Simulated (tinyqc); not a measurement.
Transit time and capacitance from two cut-off frequencies.

Question. 1/(2 pi fT) = tauF + Vt C/JC, C the sum of the junction capacitances per area. Find C, tauF and the limit of fT at high current.

Values chosen for this exercise:
```
symbol,value,unit,meaning
T,300,K,temperature
```

Constants: q = 1.602176634e-19 C, kB = 1.380649e-23 J/K, Vt = kB T/q. Results are converted to the units shown.

JC (mA/um^2): [0.014, 0.45]
fT (GHz): [10.803129, 100.58778]

Solution. The delay is a straight line in 1/JC with slope Vt C and intercept tauF.

C = 7.35 fF/um^2
tauF = 1.16 ps
limit of fT = 137 GHz

Program tinyqc, `OMP_NUM_THREADS=1 python tinyqc.py 2320003 2320004 out.jsonl`; Intel Xeon 2.30GHz, shared host, one thread, about 0.01 s.
